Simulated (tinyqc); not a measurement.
Lattice vibrations of a chain, step by step. One step of it, computed by the program tinyqc.

Problem. Frequencies. omega^2 are the eigenvalues; wavenumber = 521.4708 sqrt(eigenvalue) 1/cm.

D(q) (eV/(angstrom^2 u)):
```
                    1                   2
1            1.381669  0.342491+1.274321i
2  0.342491-1.274321i           11.276203
```

Give: eigenvalues; wavenumbers; weights |e|^2 of the mass-weighted modes.

Solution.

eigenvalues: 1.2087  11.4492

wavenumbers (1/cm): 573.3  1764.5

weights |e|^2 of the mass-weighted modes:
```
        mode 1  mode 2
atom 1  0.9831  0.0169
atom 2  0.0169  0.9831
```
